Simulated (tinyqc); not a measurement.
Valence-band offset from core levels (Kraut method), with the dipole against the affinity rule: two steps of the calculation.

Binding energies are counted downwards from the Fermi level. dEv > 0 means that the valence edge of B lies below that of A, dEc > 0 that the conduction edge of B lies above that of A; dEc + dEv = EgB - EgA. The spectra are made-up values treated as data.

Parameters, values chosen for the exercise; gaps and affinities close to those of silicon (A) and aluminium oxide (B):
- EgA = 1.11 eV (gap of the substrate A)
- EgB = 8.91 eV (gap of the overlayer B)
- chiA = 4.1 eV (electron affinity of A)
- chiB = 0.99 eV (electron affinity of B)
- cA = 52.42 eV (core level of bare A)
- cB = 15 eV (core level of thick B)
- vB = 3.82 eV (valence-band maximum of thick B)
- ei = 6.8 (relative permittivity inside the dipole layer)
- dd = 0.18 nm (thickness of the dipole layer)
- iA = 52.74 eV (core level of A under a thin film of B)
- iB = 17.12 eV (core level of B in that thin film)

Constants: q = 1.602176634e-19 C, eps0 = 8.8541878128e-14 F/cm where lengths are in cm. Results are converted to the units shown.

Question 1. Offsets. dEv = (iB - iA) - (cB - vB) + (cA - vA), dEc = EgB - EgA - dEv.

vA = 0.49837104 eV

Find: cA - vA; cB - vB; iB - iA; dEv; dEc.

Answer 1.

cA - vA = 51.922 eV
cB - vB = 11.180 eV
iB - iA = -35.620 eV
dEv = 5.1216 eV
dEc = 2.6784 eV

The alignment is type I (straddling). Both offsets exceed 1 eV, the usual requirement for a gate dielectric. A rigid shift of all levels, by charging or doping, cancels in the differences.

Question 2. Interface dipole. The affinity rule gives dEc(0) = chiA - chiB; the dipole step is D = dEc - dEc(0), and two sheets of opposite charge dd apart hold N = eps0 ei |D|/(q dd).

dEc = 2.6783710 eV

Wanted: dEc(0); D; N; field in the dipole layer.

Answer 2.

dEc(0) = 3.110 eV
D = -0.4316 eV
N = 9.011e13 cm^-2
field in the dipole layer = 23.98 MV/cm

N is 0.13 elementary charges for each of about 7e14 surface atoms per cm^2.

Numbers from tinyqc (`OMP_NUM_THREADS=1 python tinyqc.py 2410066 2410067 out.jsonl`; about 0.01 s on one thread of a shared Intel Xeon 2.30GHz).
